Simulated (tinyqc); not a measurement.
Convergence with the k mesh: Bethe-Salpeter matrix of a two-band chain (Tamm-Dancoff form).

One valence and one conduction band, lattice period 1, mesh k = 2 pi j/N. Pair energies D(k) = Eg + 2 t sum(1 - cos k), t = tc + tv. Screened attraction W(R) = U at R = 0 and V/|R| otherwise, R over the N cells with the nearest image; W(q) = sum_R W(R) cos(q R). H(k, k') = D(k) delta - W(k - k')/Nk + 2 J/Nk for singlets (J = 0 for triplets), Nk the number of k points. With a constant transition dipole the strength of a state is f = (sum_k A_k)^2/Nk, and the f sum to 1.

Parameters, chosen for this exercise: Eg = 3.6 eV (quasiparticle gap); tc = 0.9 eV (conduction hopping); tv = 0.66 eV (valence hopping); U = 1.02 eV (attraction in the same cell); V = 0.46 eV (attraction at one cell distance); J = 0.32 eV (exchange in the same cell).

Lowest triplet and singlet, and f of the singlet, against N.

Results:
```
N    Eg - E triplet (eV)  Eg - E singlet (eV)  f singlet
4                 0.5698               0.3843     0.2554
6                 0.4760               0.3267     0.1928
8                 0.4292               0.2897     0.1712
12                0.3952               0.2529     0.1662
20                0.3870               0.2361     0.1789
40                0.3868               0.2348     0.1822
100               0.3868               0.2348     0.1822
```

The coarsest mesh misjudges the singlet binding by +0.1496 eV against the finest: a mesh of N points along an axis repeats the pair every N cells. The triplet is within 1 meV of the last row from N = 20 on. The singlet is within 1 meV of the last row from N = 40 on. The more tightly bound triplet is the smaller object in R, so it needs no more points than the singlet.

(tinyqc, `OMP_NUM_THREADS=1 python tinyqc.py 1282628 1282629 out.jsonl`, Intel(R) Xeon(R) Processor @ 2.30GHz, 1 thread, shared host, about 0.07 s.)
